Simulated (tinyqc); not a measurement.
Inside a calculation: trap in a gate oxide as a short-range spherical well. Values are carried at full precision from step to step, so a last printed digit may differ when a step is redone from the rounded ones.

A spherical well of radius R and depth V0 below the conduction edge, one mass m, c = hbar^2/2m0. The s level at binding Et solves k cot(k R) = -kappa with k = sqrt(m (V0 - Et)/c), kappa = sqrt(m Et/c); it exists for V0 > Vc = c (pi/2R)^2/m. Outside, psi falls as exp(-kappa r)/r.

Constants: hbar^2/2m0 = 3.80998211 eV angstrom^2; fine-structure constant alpha = 0.007297352564; hc = 1239.841984 eV nm; kB = 8.617333262e-05 eV/K.

Parameters, chosen for this exercise (near those of SiO2 on Si; shifted at random, so the results belong to these values and not to a real crystal): R = 4.3 angstrom (radius of the well); V0 = 5.64 eV (depth of the well); m = 0.429 m0 (mass); n_r = 1.42 (refractive index); dEc = 3.12 eV (conduction offset to the channel); Fox = 3.9 MV/cm (oxide field, lowering levels away from the channel); t0 = 7.3 x 1e-11 s (time constant at the interface); T = 400 K (temperature); EF = -0.02 eV (Fermi level above the channel edge); x = 9 angstrom (depth of the trap).

## The bound level

Solve for Et; the share outside is [sin^2(kR)/(2 kappa)]/[sin^2(kR)/(2 kappa) + R/2 - sin(2kR)/(4k)].

Et = 2.9294 eV
k = 0.5525 1/angstrom
kappa = 0.5743 1/angstrom
share outside = 0.139
Vc = 1.185 eV

The well is 4.76 times the critical depth. Since dEt/dV0 equals the share inside, 0.86, a 1 % change of V0 moves Et by 1.7 %. The decay length is 1.7 angstrom, 0.4 times R.

## Peak of the photo-ionisation cross-section

Lucovsky model (delta well, plane-wave final states, no local-field factor): sigma = (32 pi alpha c/(3 n_r m Et)) (x - 1)^(3/2)/x^3, x = h nu/Et, c = hbar^2/2m0; 1 angstrom^2 = 1e-16 cm^2.

The maximum lies at x = 2. Give the photon energy, its wavelength and sigma there.

h nu = 5.859 eV
wavelength = 212 nm
sigma = 6.53 x 1e-18 cm^2

With 14 % of the state outside the well the delta-well form is only a rough model of this centre.

## Level, tunnelling time and occupation

Energies from the conduction edge of the channel. The trap level at depth x is E_T = dEc - Et - e Fox x (1 MV/cm = 0.01 eV/angstrom). An electron at the channel edge tunnels with the WKB exponent S = (4/3) sqrt(m/c) [dEc^(3/2) - (dEc - e Fox x)^(3/2)]/(e Fox), c = hbar^2/2m0; tau = t0 exp(S); the occupation is f = 1/(1 + exp((E_T - EF)/kB T)), tau_c = tau/f and tau_e = tau/(1 - f). Lattice relaxation is left out; a level below the channel edge needs phonons as well, so tau is then a lower bound, while a level above it can also empty elastically at its own energy, through a thinner barrier, faster than this tau.

Give E_T, S, tau and ln(tau_c/tau_e) = (E_T - EF)/kB T.

E_T = -0.160 eV
S = 10.363
tau = 2.31e-06 s
ln(tau_c/tau_e) = -4.1

The level lies 4 kB T below EF, so the trap is mostly filled. A flat barrier would give S = 2 sqrt(m dEc/c) x = 10.67.

## Checks

- Et from the radial equation on a grid against the matching condition, eV: both 2.93.

(tinyqc, `OMP_NUM_THREADS=1 python tinyqc.py 1281402 1281403 out.jsonl`, Intel(R) Xeon(R) Processor @ 2.30GHz, 1 thread, shared host, about 0.01 s.)
